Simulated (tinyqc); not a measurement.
Domain walls in a thin film with perpendicular anisotropy: Bloch, Neel and chiral walls, motion and stripe domains: one step, computed by the program tinyqc. Command: `OMP_NUM_THREADS=1 python tinyqc.py 3000859 3000860 out.jsonl mwall walk`. One thread of a shared host (Intel(R) Xeon(R) Processor @ 2.30GHz), about 0.01 s of CPU time with the checks.

One-dimensional wall: polar angle theta(x), azimuth phi of the moment in the wall (phi = 0 Neel, 90 degrees Bloch). mu_0 = 1.25663706212e-6 T m/A, gamma = 1.76085963023e11 rad/(s T).

Question. Stripe domains. Dipolar length l = sigma/(mu_0 M_s^2); for t much smaller than the period the domain width is w = 0.955 t exp(pi l/t) (Kaplan and Gehring), given as log10 of w in nm.

Inputs (values chosen for the exercise, for a model film): saturation magnetisation M_s = 1300 kA/m; thickness t = 0.76 nm.

wall energy sigma = 8.546135 mJ/m^2

Give: dipolar length l; log10 of the domain width in nm.

Answer.

dipolar length l = 4.024 nm

log10 of the domain width in nm = 7.085

Domains would exceed a millimetre: any device is a single domain in equilibrium.
